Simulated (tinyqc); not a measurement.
Regular and subregular solution with a miscibility gap: one step, computed by the program tinyqc. Command: `OMP_NUM_THREADS=1 python tinyqc.py 3015038 3015039 out.jsonl regsol walk`. One thread of a shared host (Intel(R) Xeon(R) Processor @ 2.30GHz), about 0.02 s of CPU time with the checks.

Per mole of mixing sites: G(x) = x (1 - x) [L0 + L1 (1 - 2x)] + R T [x ln x + (1 - x) ln(1 - x)], x the fraction of B.

Problem. Spinodal at T. G' = L0 (1 - 2x) + L1 (1 - 6x + 6x^2) + R T ln[x/(1 - x)]; G'' = -2 L0 - 6 L1 (1 - 2x) + R T/[x (1 - x)]. Solve G'' = 0 on each side of x_c.

Inputs (values chosen for the exercise, for a model alloy): asymmetry L1 = 0 kJ/mol; temperature T = 1665 K.

critical composition x_c = 0.5

L0 = 44.7 kJ/mol

Constants: R = 8.314462618 J/(mol K).

Give: spinodal x_s1; spinodal x_s2.

Solution.

spinodal x_s1 = 0.1915

spinodal x_s2 = 0.8085

Caution: a real alloy may melt or decompose below this critical temperature.
